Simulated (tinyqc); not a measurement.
Configuration-coordinate model of a defect: Huang-Rhys factor and luminescence line shape. Inputs raised by 2 %, one at a time. Computed by tinyqc, a small Python program. Command: `OMP_NUM_THREADS=1 python tinyqc.py 3017610 3017611 out.jsonl ccline sens`. One thread of a shared host (Intel(R) Xeon(R) Processor @ 2.30GHz), about 0.05 s of CPU time with the checks.

Ground state E_g(Q) = (1/2) omega_g^2 Q^2; excited state E_e(Q) = E_0 + (1/2) omega_e^2 (Q - dQ)^2 with omega_e = omega_g and E_0 = E_ZPL. Q is mass-weighted; the dipole does not depend on Q (Condon approximation).

Inputs (values chosen for the exercise, for a model defect in a wide-gap host): zero-phonon energy E_ZPL = 4.55 eV; displacement dQ = 0.254 u^(1/2) angstrom; ground-state phonon hbar omega_g = 91.1 meV; temperature T = 77 K; refractive index n_r = 2.11; transition dipole mu = 2.1 e angstrom; quenching prefactor nu_0 = 7e+12 1/s.

Modes: equal frequencies in both states.

Constants: hbar^2/u = 4.18015928e-03 eV angstrom^2; k_B = 8.617333262e-05 eV/K; hbar = 6.582119569e-16 eV s; e = 1.602176634e-19 C; eps_0 = 8.8541878128e-12 F/m; hbar = 1.054571817e-34 J s; c = 299792458 m/s.

Method:
- S = hbar omega dQ^2/(2 hbar^2/u) for each state; relaxation energy S hbar omega; absorption at E_0 + S_e hbar omega_e, emission at E_0 - S_g hbar omega_g; the Stokes shift is their difference.
- Overlaps <m_e|n_g> of harmonic-oscillator functions (Hermite recursion, positive leading coefficients) by a sum over an even grid (700 points from x = -9 to 9 + d for the small table, 1500 points from -16 to 16 + d for the thermal sums), with x = Q sqrt(omega_g/hbar), d = sqrt(2 S_g) and frequency ratio omega_e/omega_g.
- Initial levels m = 0..24 carry Boltzmann weights exp(-m hbar omega_e/k_B T), normalised; final levels n = 0..79; a line lies at E_ZPL + m hbar omega_e - n hbar omega_g with weight w_m <m|n>^2. Moments are taken over these weights without the E^3 factor; FWHM = 2 sqrt(2 ln 2) x standard deviation; the zero-phonon weight is the sum of w_m <m|m>^2.
- The curves cross at the root Q_c nearest dQ; the barrier is (1/2) omega_e^2 (Q_c - dQ)^2, with (1/2) omega^2 = (hbar omega)^2/(2 hbar^2/u). k_r = n_r omega^3 mu^2/(3 pi eps_0 hbar c^3) at the vertical emission energy, without local-field correction; k_nr = nu_0 exp(-barrier/k_B T) (Mott-Seitz); yield = k_r/(k_r + k_nr); T_1/2 = barrier/(k_B ln(nu_0/k_r)).

Runs; columns: (1) input moved; (2) from; (3) to; (4) Stokes shift (eV); (5) FWHM from the second moment (eV); (6) classical barrier (eV); (7) radiative lifetime (ns):
```
(1)                                       (2)      (3)      (4)      (5)     (6)      (7)
base run                                    -        -  0.12809  0.17987  78.554  0.31358
displacement dQ (u^(1/2) angstrom)      0.254  0.25908  0.13326  0.18347  75.417  0.31412
ground-state phonon hbar omega_g (meV)   91.1   92.922  0.13326  0.18529  75.417  0.31412
zero-phonon energy E_ZPL (eV)            4.55    4.641  0.12809  0.17987  81.773  0.29525
temperature T (K)                          77    78.54  0.12809  0.17987  78.554  0.31358
transition dipole mu (e angstrom)         2.1    2.142  0.12809  0.17987  78.554  0.30140
refractive index n_r                     2.11   2.1522  0.12809  0.17987  78.554  0.30743
```

Exponents ln(y'/y) / ln(x'/x):
```
input                             Stokes shift  FWHM from the second moment  classical barrier  radiative lifetime
displacement dQ                              2                          1.0             -2.058               0.087
ground-state phonon hbar omega_g             2                          1.5             -2.058               0.087
zero-phonon energy E_ZPL                     0                          0.0              2.028              -3.042
temperature T                                0                          0.0              0.000               0.000
transition dipole mu                         0                          0.0              0.000              -2.000
refractive index n_r                         0                          0.0              0.000              -1.000
```

Which inputs matter most for each result?

Among the inputs moved here: Stokes shift answers most in size to displacement dQ (exponent +2.000), and about equally to ground-state phonon hbar omega_g (+2.000); its exponent is below 0.0005 for zero-phonon energy E_ZPL, temperature T, transition dipole mu, refractive index n_r. Its exponent +2.000 in displacement dQ: relaxation energies go as omega^2 dQ^2. FWHM from the second moment answers most in size to ground-state phonon hbar omega_g (exponent +1.500), next to displacement dQ (+1.000); its exponent is below 0.0005 for zero-phonon energy E_ZPL, temperature T, transition dipole mu, refractive index n_r. Its exponent +1.000 in displacement dQ: the width goes as sqrt(S). Its exponent 0.000 in temperature T: zero-point motion sets the width. Classical barrier answers most in size to displacement dQ (exponent -2.058), and about equally to ground-state phonon hbar omega_g (-2.058), zero-phonon energy E_ZPL (+2.028); its exponent is below 0.0005 for temperature T, transition dipole mu, refractive index n_r. Radiative lifetime answers most in size to zero-phonon energy E_ZPL (exponent -3.042), next to transition dipole mu (-2.000); its exponent is below 0.0005 for temperature T. Its exponent -2.000 in transition dipole mu: the rate goes as mu^2. Its exponent -1.000 in refractive index n_r: the rate goes as n_r.

Caution (all rows): for small S the spectrum is a set of resolved lines, and a Gaussian width has little meaning. Caution (all rows): the curves cross far outside the range of the harmonic model, so the barrier and T_1/2 have no quantitative meaning.

Extremes, crossings and ranges named in words are read from the listed rows.
